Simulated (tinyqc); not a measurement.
# Thermal resistances of a two-die stack

Question. Heat leaves through the lower die only, and the system is linear. Find the resistance R1 from the lower die to the coolant, R2 between the dies, and the rise of the upper die when both are powered.

Inputs (values chosen for the exercise):
```
symbol,value,unit,meaning
P1,34,W,power of the lower die
P2,14,W,power of the upper die
```

rises of the lower and upper die with only the lower one powered (K): 11.22  11.22
rises of the lower and upper die with only the upper one powered (K): 4.62  9.24

Solution. With only the lower die powered no heat crosses R2, so both dies rise by P1 R1; the difference in the second test is P2 R2; rises add.

R1 = 0.3300 K/W
R2 = 0.3300 K/W
rise of the upper die = 20.46 K

Computed by the program tinyqc: `OMP_NUM_THREADS=1 python tinyqc.py 2162203 2162204 out.jsonl`, one thread of a shared Intel Xeon 2.30GHz, about 0.05 s for the whole run.
